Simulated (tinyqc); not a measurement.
Leakage through a gate insulator: direct, Fowler-Nordheim, trap-assisted and Poole-Frenkel currents: one step, computed by the program tinyqc. Command: `OMP_NUM_THREADS=1 python tinyqc.py 3009066 3009067 out.jsonl oxideleak walk`. One thread of a shared host (Intel(R) Xeon(R) Processor @ 2.30GHz), about 0.01 s of CPU time with the checks.

Electrons enter from the cathode Fermi level at x = 0; the conduction band of the insulator lies phi_b - e F x above it, F = V/t. WKB exponents use a parabolic band with mass m.

Task: Poole-Frenkel bound. Poole-Frenkel emission over the lowered barrier of a charged trap: lowering sqrt(e F/(pi eps_opt eps_0)); J_PF = e N_t^(2/3) nu_0 exp(-(phi_t - lowering)/k_B T), one sheet of traps emitting with supply unlimited (an upper bound).

Inputs (values chosen for the exercise, with an insulator like SiO2):
```
quantity                          value   unit
thickness t                         6.6     nm
optical constant eps_opt           2.13      -
voltage across the insulator V      4.1      V
trap depth phi_t                    1.8     eV
trap density N_t                1.8e+17  cm^-3
attempt rate nu_0                 5e+13    1/s
temperature T                       400      K
```

Constants: e = 1.602176634e-19 C; eps_0 = 8.8541878128e-12 F/m; k_B = 8.617333262e-05 eV/K.

Give: barrier lowering; Poole-Frenkel bound J_PF.

Result:

barrier lowering = 1.296 eV

Poole-Frenkel bound J_PF = 1.144 A/cm^2

Caution: the film is too thin for the Poole-Frenkel picture (the lowering is a large part of the whole drop, or the traps are further apart than the film is thick), so J_PF is only nominal.
